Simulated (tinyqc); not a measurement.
## Slope factor and drain-induced lowering from three currents

Inverse problem. With source and body at 0 V, I = A exp((Vg + dd Vd)/(nf Vt)) (1 - exp(-Vd/Vt)). Find nf, the swing nf Vt ln 10 and dd.

Inputs (values chosen for the exercise): temperature T = 398 K.

Constants: q = 1.602176634e-19 C, kB = 1.380649e-23 J/K, Vt = kB T/q. Results are converted to the units shown.

currents at (Vg, Vd) = (0, 0.05), (0, 0.7) and (0.1, 0.7) V (nA/um): 0.38940615  1.5588601  10.614106

Answer. The pair at equal Vd gives nf; the pair at equal Vg, after dividing out the factors 1 - exp(-Vd/Vt), gives dd.

nf = 1.520
swing = 120.0 mV/decade
dd = 0.09000

Program tinyqc, `OMP_NUM_THREADS=1 python tinyqc.py 2242114 2242115 out.jsonl`; Intel Xeon 2.30GHz, shared host, one thread, about 0.03 s.
